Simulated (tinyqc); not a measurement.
Worked calculation: model-solid line-up of a strained alloy layer on a substrate. Values are carried at full precision from step to step, so a last printed digit may differ when a step is redone from the rounded ones.

All values of the alloy are linear in x but the gap, Eg(x) = (1 - x) Eg_A + x Eg_B - C x (1 - x), and the valence edge, Ev(x) = (1 - x) Ev_A + x Ev_B + fv C x (1 - x); Ec = Ev + Eg. Ev is the top of the unstrained valence band on a scale common to all materials. In the layer only the Gamma valley of the conduction band is followed, also where an X or L valley would lie lower.

Values chosen for the exercise (A near AlAs, B near InAs, substrate near InP; not measured data): a = (5.663, 6.052) angstrom (lattice constant of A, B); Eg = (3.143, 0.416) eV (gap at Gamma to the s-like level of A, B); Dso = (0.284, 0.387) eV (spin-orbit splitting of A, B); Ev = (-1.31, -0.59) eV (top of the unstrained valence band of A, B); ac = (-5.65, -5.13) eV (conduction deformation potential of A, B); av = (2.48, 0.99) eV (valence hydrostatic potential of A, B); b = (-2.27, -1.82) eV (tetragonal shear potential of A, B); d = (-3.39, -3.55) eV (trigonal shear potential of A, B); C11 = (126.3, 82.2) GPa (of A, B); C12 = (52.6, 45.2) GPa (of A, B); C44 = (53.8, 39.5) GPa (of A, B); C = 0.789 eV (bowing of the gap); fv = 0 (share of the bowing taken by the valence edge); x = 0.24 (fraction of B); a_s = 5.875 angstrom (substrate); face = 111 (growth face); Eg_s = 1.404 eV (lowest gap of the substrate); Ev_s = -0.93 eV (substrate valence edge); e14 = -0.174 C/m^2 (piezoelectric constant of the layer); eps = 13.7 (dielectric constant); Lw = 7 nm (thickness of the layer).

## Values of the alloy

Interpolate.

Alloy at x (a in angstrom, C11, C12, C44 in GPa, all else in eV):
```
symbol     value
a         5.7564
Eg        2.3446
Dso       0.3087
Ev       -1.1372
ac       -5.5252
av        2.1224
b        -2.1620
d        -3.4284
C11     115.7160
C12      50.8240
C44      50.3680
```

## Strain on the (111) substrate

Coherent growth on a (111) face: e_par = (a_s - a)/a, e_perp = -(2 C11 + 4 C12 - 4 C44)/(C11 + 2 C12 + 4 C44) e_par; exx = eyy = ezz = (2 e_par + e_perp)/3 and exy = eyz = ezx = (e_perp - e_par)/3.

Use the values of the alloy.

e_par = 0.020610
e_perp = -0.011478

strain tensor in the cubic axes, rows x, y, z and columns alike:
```
[[0.009914, -0.010696, -0.010696],
 [-0.010696, 0.009914, -0.010696],
 [-0.010696, -0.010696, 0.009914]]
```

The layer is under tension in the plane; its volume changes by +2.974 %. Above 2 % only a few nanometres stay coherent, and linear deformation potentials lose accuracy.

## Strained band edges

Strained edges: Ec + ac tr(e); the valence edges are Ev plus the levels of the 6 x 6 matrix of X, Y, Z times spin with -Dso/3 + l exx + m (eyy + ezz) on the diagonal (cyclic), n exy off it, l = av + 2 b, m = av - b, n = sqrt(3) d. Spin-orbit term (Dso/3) L.sigma on X, Y, Z with (L_k)_ij = -i epsilon_kij: <X+|H|Y+> = -i Dso/3, <X+|H|Z-> = Dso/3, <Y+|H|Z-> = -i Dso/3, <Z+|H|X-> = -Dso/3, <Z+|H|Y-> = i Dso/3, <X-|H|Y-> = i Dso/3, and their conjugates; + and - are the spin along z.

Give the hydrostatic shifts, the strain block and the edges.

ac tr(e), av tr(e) (eV): [-0.1643, 0.0631]

strain block (eV), rows X, Y, Z and columns alike:
```
[[0.0631, 0.0635, 0.0635],
 [0.0635, 0.0631, 0.0635],
 [0.0635, 0.0635, 0.0631]]
```

Ec and the three valence edges from the top (eV): [1.0431, -0.9900, -1.1376, -1.4033]

strained gap = 2.0331 eV

Strain moves the gap by -312 meV: -227 meV from the volume and -84 meV from the splitting of the valence edge, which always raises the top.

## Offsets against the substrate material

dEc = Ec(substrate) - Ec(layer), dEv = Ev(layer) - Ev(substrate); positive values confine the carrier in the layer. Type I: both of one sign; type II: opposite signs; type III: the gaps do not overlap.

Give also the smallest gap across the interface, min Ec - max Ev.

dEc = -0.5691 eV
dEv = -0.0600 eV

type: I

smallest gap = 1.4040 eV

Both carriers collect in the substrate material; the conduction band takes 90 % of the gap difference. Where the alloy is indirect its X or L edge, left out, lies lower and changes dEc.

## Piezoelectric polarisation

P_x = 2 e14 eyz and cyclic. The field along the normal n of the (111) face is -P.n/(eps eps0) in a layer between thick unstrained barriers, eps0 = 8.8541878e-12 F/m; 1 kV/cm = 1e5 V/m.

P (C/m^2): [0.003722, 0.003722, 0.003722]

P.n = 0.006447 C/m^2
field along n = -531.5 kV/cm
potential drop across the layer = 372.0 mV

The drop of 372 meV tilts both band edges, pulls electrons and holes to opposite faces and lowers the transition; a (001) layer has no shear and no such field.

Run: tinyqc, `OMP_NUM_THREADS=1 python tinyqc.py 1050351 1050352 out.jsonl`; Intel(R) Xeon(R) Processor @ 2.30GHz, one thread, shared host; about 0.01 s of CPU time with all checks.
